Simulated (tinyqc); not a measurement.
Comparisons within one model: donors with valley-orbit split 1s states. A value that a table varies takes the place of the one given here.

Each donor binds at most one electron, in any of its states. For a site s, W_s = sum over its states of g exp(E/kT), and the ionised share is 1/(1 + W_s exp(eta)), eta = (EF - Ec)/kT; n = Nc F_1/2(eta); neutrality n + NA = ND x (mean ionised share); holes are neglected. Nc from N = 2 (m kB T/(4 pi c))^(3/2) with c = hbar^2/2m0, in 1/angstrom^3; times 1e24 for 1/cm^3, m = md. F_j(eta) = (1/Gamma(j + 1)) integral_0^infinity x^j dx/(1 + exp(x - eta)), which tends to exp(eta) for eta << 0.

Mobility (Caughey-Thomas form): mu = mu0 + (mu1 (T/300)^(-ga) - mu0)/(1 + ((ND + NA)/Nr)^de); rho = 1/(e n mu), e = 1.602176634e-19 C.

Constants: hbar^2/2m0 = 3.80998211 eV angstrom^2; kB = 8.617333262e-05 eV/K.

Inputs chosen for the exercise (near those of Sb in Si; shifted at random, so the results belong to these values and not to a real crystal): md = 1.066 m0 (density-of-states mass of the conduction band); E = (42.9, 33.5, 30.9) meV (binding energies of 1s(A1), 1s(T2), 1s(E)); g = (2, 6, 4) (their degeneracies with spin); ND = 2.9e+17 1/cm^3 (donors); NA = 0 1/cm^3 (compensating acceptors, all ionised); T = 400 K; mu0 = 59 cm^2/(V s) (mobility at heavy doping); mu1 = 1337 cm^2/(V s) (mobility at light doping and 300 K); Nr = 9.2e+16 1/cm^3 (reference doping); de = 0.72 (doping exponent); ga = 2.3 (temperature exponent).

## What the excited states change

The last columns keep only the ground state of each site (g = 2).

Results:
```
T (K)  effective degeneracy    eta  n (1/cm^3)  n, ground states only  ratio
40                     2.52  -7.45    7.80e+14               8.74e+14  0.892
60                     3.37  -5.84    7.19e+15               9.29e+15  0.774
80                     4.24  -5.16    2.18e+16               3.12e+16  0.700
110                    5.35  -4.73    5.40e+16               8.27e+16  0.653
150                    6.48  -4.57    1.01e+17               1.54e+17  0.656
200                    7.47  -4.59    1.52e+17               2.15e+17  0.705
250                    8.17  -4.71    1.88e+17               2.47e+17  0.762
300                    8.69  -4.86    2.14e+17               2.63e+17  0.812
400                    9.39  -5.16    2.44e+17               2.77e+17  0.880
500                    9.85  -5.43    2.60e+17               2.83e+17  0.919
```

The effective degeneracy grows from 2.52 to 9.85. Excited states hold electrons back, so the ratio is never above 1; it is lowest, 0.653, at 110 K of those listed, and 0.812 at 300 K. At low T the excited states empty out, and at high T more donors are ionised (n is 90 % of ND - NA in the last row), so the effect is largest in between.

## Ionisation and resistivity against doping

NA = 0.

Results:
```
ND (1/cm^3)  n (1/cm^3)   n/ND  mu (cm^2/(V s))  rho (ohm cm)  rho at full ionisation
1.0e+14        1.00e+14  1.000              685          91.1                    91.1
1.0e+15        9.99e+14  0.999              666          9.37                    9.37
1.0e+16        9.92e+15  0.992              584          1.08                    1.07
3.0e+16        2.93e+16  0.978              495         0.430                   0.420
1.0e+17        9.33e+16  0.933              365         0.183                   0.171
3.0e+17        2.51e+17  0.838              248         0.100                  0.0840
1.0e+18        6.62e+17  0.662              155        0.0608                  0.0403
2.0e+18        1.09e+18  0.543              121        0.0475                  0.0258
```

From 1e16 to 1e18 1/cm^3 rho falls by a factor 17.7, not 100: the mobility takes a factor 3.77 and incomplete ionisation 1.50. n/ND is below 0.9 from 3e+17 1/cm^3 on. From a few times 1e18 1/cm^3 on, depending on the dopant, the levels merge with the band, and already below that screening lowers the binding energy, so the last rows understate n.

## Compensation sets the slope of the freeze-out

NA = K ND. The slope energy is -d ln(n T^(-p))/d(1/kT) between 30 and 36 K, with p = 3/4 for K = 0 and p = 3/2 otherwise.

Results:
```
K       n(30 K) (1/cm^3)  n(36 K) (1/cm^3)  slope energy (meV)
0               8.46e+13          3.72e+14               20.84
0.0010          2.29e+13          2.54e+14               33.11
0.010           2.44e+12          4.65e+13               41.46
0.050           4.69e+11          9.06e+12               41.69
0.20            9.88e+10          1.91e+12               41.70
0.50            2.47e+10          4.77e+11               41.70
```

Without acceptors the slope is 20.84 meV, against half the ground-state energy, 21.45; with K = 0.05 it is 41.69 meV, against the full 42.9. The full energy (less a few meV where excited levels lie within a few kT) shows where n is far below NA, since the acceptors then hold EF near the donor level: n(36 K)/NA is 0.88 for K = 0.001 and 0.00063 for K = 0.05; where it is not small, the slope falls short of the full energy.

## What moves the carrier density

All results formed anew. Each row changes one parameter from the base and keeps the others.

Results:
```
case                           eta  n (1/cm^3)  rho (ohm cm)
base                        -5.158   2.442e+17        0.1018
E = (47.9, 33.5, 30.9) meV  -5.162   2.431e+17        0.1023
md = 1.173 m0               -5.283   2.488e+17       0.09994
ND = 5.8e+17 1/cm^3         -4.580   4.346e+17       0.07503
NA = 2.9e+16 1/cm^3         -5.266   2.192e+17        0.1177
T = 430 K                   -5.243   2.499e+17        0.1141
Nr = 1.84e+17 1/cm^3        -5.158   2.442e+17       0.07908
```

The largest shifts from the base row, up to three for each result and ties (the steps differ in size, so this ranks the rows, not the parameters). eta: ND +0.578, md -0.125, NA -0.108; unchanged at the printed digits by Nr. n (1/cm^3): ND +1.90e+17, NA -2.50e+16, T +5.70e+15; unchanged at the printed digits by Nr. rho (ohm cm): ND -0.0268, Nr -0.0228, NA +0.0158.

(tinyqc, `OMP_NUM_THREADS=1 python tinyqc.py 1681274 1681275 out.jsonl`, Intel(R) Xeon(R) Processor @ 2.30GHz, 1 thread, shared host, about 0.01 s.)
